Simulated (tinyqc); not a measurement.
# Body thickness for a wanted scale length

Inverse problem. A double-gate structure has tan(pi ti/Lambda) tan(pi ts/(2 Lambda)) = ei/eps_r, both angles below pi/2. Find ts.

Parameters, values chosen for the exercise; permittivities: semiconductor made up, insulator close to that of silicon dioxide: relative permittivity of the semiconductor eps_r = 19; relative permittivity of the insulator ei = 4; insulator thickness ti = 2.3 nm.

Lambda = 27.195555 nm

Solution. The condition is explicit in ts: an arctangent, taken between 0 and pi/2.

ts = 11.4 nm

Program tinyqc, `OMP_NUM_THREADS=1 python tinyqc.py 2420031 2420032 out.jsonl`; Intel Xeon 2.30GHz, shared host, one thread, about 0.01 s.
